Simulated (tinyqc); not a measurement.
Hubbard chain of 6 sites, step by step. One step of it, computed by the program tinyqc.

Task: Mean-field iteration 3. H(up) = T + U n(down), H(down) = T + U n(up); fill the lowest levels; n(new) = n + mixing (n(out) - n); E = tr T (rho up + rho down) + U sum n_up n_down of the output.

one-body matrix (hopping and site energies) (eV):
```
           1          2          3          4          5          6
1   0.000000  -0.950000   0.000000   0.000000   0.000000   0.000000
2  -0.950000   0.000000  -0.950000   0.000000   0.000000   0.000000
3   0.000000  -0.950000   0.000000  -0.950000   0.000000   0.000000
4   0.000000   0.000000  -0.950000   0.000000  -0.950000   0.000000
5   0.000000   0.000000   0.000000  -0.950000   0.000000  -0.950000
6   0.000000   0.000000   0.000000   0.000000  -0.950000   0.000000
```

U = 9.200000 eV

electrons, up and down: 3  3

mixing = 1

n(up) after iteration 2: 1 0.988413, 2 0.023292, 3 0.976629, 4 0.023371, 5 0.976708, 6 0.011587

n(down) after iteration 2: 1 0.011587, 2 0.976708, 3 0.023371, 4 0.976629, 5 0.023292, 6 0.988413

Give: levels, up; levels, down; energy; n(up) after iteration 3; n(down) after iteration 3.

Result:

levels, up (eV): -0.126  0.010  0.154  9.046  9.190  9.326

levels, down (eV): -0.126  0.010  0.154  9.046  9.190  9.326

energy = -0.973 eV

n(up) after iteration 3: 1 0.989, 2 0.021, 3 0.979, 4 0.021, 5 0.979, 6 0.011

n(down) after iteration 3: 1 0.011, 2 0.979, 3 0.021, 4 0.979, 5 0.021, 6 0.989
